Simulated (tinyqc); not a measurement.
Changing the temperature T: single-band model of a thermoelectric material. Computed by tinyqc, a small Python program. Command: `OMP_NUM_THREADS=1 python tinyqc.py 3010714 3010715 out.jsonl thermo sweep`. One thread of a shared host (Intel(R) Xeon(R) Processor @ 2.30GHz), about 0.02 s of CPU time with the checks.

One spherical band, one scattering law, no minority carriers and no phonon drag. In a real material minority carriers limit |S| to about E_g/(2 e T), so larger values are formal. eta = E_F/(k_B T) is counted from the band edge; f = 1/(1 + exp(x - eta)).

Inputs (values chosen for the exercise, for a model material):
```
quantity                              value        unit
density-of-states mass m               0.76         m_0
non-parabolicity alpha                 0.73        1/eV
mobility parameter mu_300               290  cm^2/(V s)
temperature exponent p                  1.5           -
lattice thermal conductivity kappa_L    3.8     W/(m K)
carrier density n                     5e+18      1/cm^3
```

Band: Kane. Scattering: acoustic phonons, r = -0.5.

Constants: m_0 = 9.1093837015e-31 kg; k_B = 1.380649e-23 J/K; hbar = 1.054571817e-34 J s; k_B = 8.617333262e-05 eV/K; e = 1.602176634e-19 C.

Method:
- With x = E/(k_B T), a = alpha k_B T (0 for a parabolic band), G = x (1 + a x), D = 1 + 2 a x and <y> = int y f (1 - f) dx, f = 1/(1 + exp(x - eta)): tau = tau_0 G^r/D; transport function s = G^(3/2 + r)/D^2; n = N_0 <G^(3/2)> with N_0 = (2 m k_B T)^(3/2)/(3 pi^2 hbar^3).
- Integrals over x = E/(k_B T) use 160 Gauss-Legendre points in u = sqrt(x) from 0 to sqrt(max(eta, 0) + 32).
- Solve for eta.
- sigma = e mu_0 N_0 <s> with mu_0 = e tau_0/m = mu_300 (T/300 K)^(-p); |S| = (k_B/e)(<x s>/<s> - eta); Lorenz number L = (k_B/e)^2 (<x^2 s>/<s> - (<x s>/<s>)^2); kappa_e = L sigma T; zT = S^2 sigma T/(kappa_L + kappa_e).
- Hall factor r_H = <G^(3/2)> <G^(3/2 + 2r)/D^4>/<s>^2; drift mobility sigma/(n e) with n = N_0 <G^(3/2)>; power factor S^2 sigma.

One run for each value; columns: (1) temperature T (K); (2) Seebeck coefficient |S| (microvolt/K); (3) conductivity sigma (S/cm); (4) zT; (5) reduced Fermi level eta; (6) kappa_e (W/(m K)):
```
(1)    (2)    (3)      (4)     (5)      (6)
310  281.1  132.7  0.08426  -1.232  0.05750
362  300.3  103.1  0.08741  -1.496  0.05117
413  316.7   82.9  0.08927  -1.719  0.04613
465  331.6   67.8  0.09027  -1.919  0.04186
517  345.0   56.5  0.09063  -2.097  0.03826
568  356.9   48.0  0.09052  -2.255  0.03522
620  368.1   41.1  0.09006  -2.402  0.03254
672  378.5   35.6  0.08934  -2.538  0.03018
723  387.9   31.1  0.08845  -2.662  0.02814
775  396.9   27.4  0.08740  -2.780  0.02629
```

Over the rows, Seebeck coefficient |S| (microvolt/K) rises from 281 to 397 (exponent d ln y / d ln x 0.43 between the first rows and 0.33 between the last); conductivity sigma (S/cm) falls from 133 to 27.4 (exponent d ln y / d ln x -1.6 between the first rows and -1.8 between the last); zT goes from 0.0843 through a maximum among these rows, 0.0906 at 517, to 0.0874. kappa_L is held fixed and minority carriers are absent, so the loss of S and zT to minority carriers at high T is missing.

Extremes, crossings and ranges named in words are read from the listed rows.
